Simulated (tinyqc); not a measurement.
# Cell and bit-line capacitance from two signals

Inverse problem. In a DRAM a freshly written one gives the bit-line signal (Vd/2) Cs/(Cs + Cb). Find Cs and Cb.

Inputs (values chosen for the exercise):
- Vd = 1.4 V (array voltage)

signal of a fresh one without and with 20 fF added to the bit line (mV): 210  150

Answer. (Vd/2)/signal = 1 + Cb/Cs, and the added capacitance raises it by its ratio to Cs.

Cs = 15.00 fF
Cb = 35.00 fF

Numbers from tinyqc (`OMP_NUM_THREADS=1 python tinyqc.py 2130072 2130073 out.jsonl`; about 0.01 s on one thread of a shared Intel Xeon 2.30GHz).
